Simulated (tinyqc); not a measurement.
Growth mode over temperature: epitaxial growth on a vicinal surface: Burton-Cabrera-Frank step flow, step-edge barrier and island nucleation. Computed by tinyqc, a small Python program. Command: `OMP_NUM_THREADS=1 python tinyqc.py 3022864 3022865 out.jsonl stepflow walk`. One thread of a shared host (Intel(R) Xeon(R) Processor @ 2.30GHz), about 0.04 s of CPU time with the checks.

Adatoms land at rate F, hop on a square grid (a simplification for hexagonal faces), desorb, or join steps. Lengths are in units of a and n is the adatom coverage. Steps ascend at x = 0 and descend at x = l.

Inputs (values chosen for the exercise, close to those used for GaAs(001)):
```
quantity                                    value      unit
site spacing a                                  4  angstrom
step height h                                2.83  angstrom
diffusion barrier E_d                         1.3        eV
desorption energy E_a                        2.65        eV
adatom formation energy E_f                 0.973        eV
step-edge barrier E_s                        0.24        eV
attempt frequency nu                           10       THz
deposition rate F                           0.057  layers/s
miscut angle                                    1   degrees
temperature T                                 520         C
critical nucleus size i                         2         -
binding energy of the critical nucleus E_i   0.98        eV
```

Constants: k_B = 8.617333262e-05 eV/K.

Method:
- D = nu exp(-E_d/(k_B T)) (a^2/s, nu counted per direction); tau = exp(E_a/(k_B T))/nu; x_s = sqrt(D tau); n_eq = exp(-E_f/(k_B T)); terrace width l = h/(a tan(miscut)); Schwoebel length l_s = exp(E_s/(k_B T)) - 1.
- D n'' - n/tau + F = 0 with n(0) = n_eq and -l_s n'(l) = n(l) - n_eq. With u = n - F tau, A = n_eq - F tau, y = l/x_s, s = l_s/x_s: u = A cosh(x/x_s) + B sinh(x/x_s), B = A (1 - cosh y - s sinh y)/(sinh y + s cosh y). Flux into the ascending step J+ = D B/x_s, over the descending one J- = -(D/x_s)(A sinh y + B cosh y); step velocity J+ + J-; growth rate (J+ + J-)/l. For small y: J+ + J- = (F - n_eq/tau) l, J-/J+ = l/(l + 2 l_s).
- Island density on a flat surface without desorption: N = 0.25 (F/D)^(i/(i+2)) exp(E_i/((i+2) k_B T)) per site, with E_i = 0 for i = 1; spacing l_n = N^(-1/2). Step flow needs an effective width l_eff = 2 x(peak) below l_n.
- Temperatures in kelvin are T(C) + 273.15.
- x(peak) solves tanh(x/x_s) = -B/A. Rows where evaporation outweighs deposition are left out.

Scales:
```
T (C)     x_s (a)  l_s (a)  incorporated share  l_n (a)  l_eff/l_n
320    5.4354e+05   108.44             1.00000    1.148     61.026
370    1.9470e+05    74.97             1.00000    2.267     29.487
420    8.0875e+04    54.59             1.00000    4.058     15.719
470    3.7810e+04    41.42             1.00000    6.719      9.082
520    1.9455e+04    32.50             1.00000   10.437      5.611
570    1.0832e+04    26.20             1.00000   15.389      3.668
620    6.4391e+03    21.61             0.99999   21.725      2.515
670    4.0449e+03    18.16             0.99998   29.568      1.795
720    2.6626e+03    15.52             0.99989   39.013      1.327
```

The ratio stays above 1: islands in every row. Incorporation goes from 100.0 % to 100.0 %.

Extremes, crossings and ranges named in words are read from the listed rows.
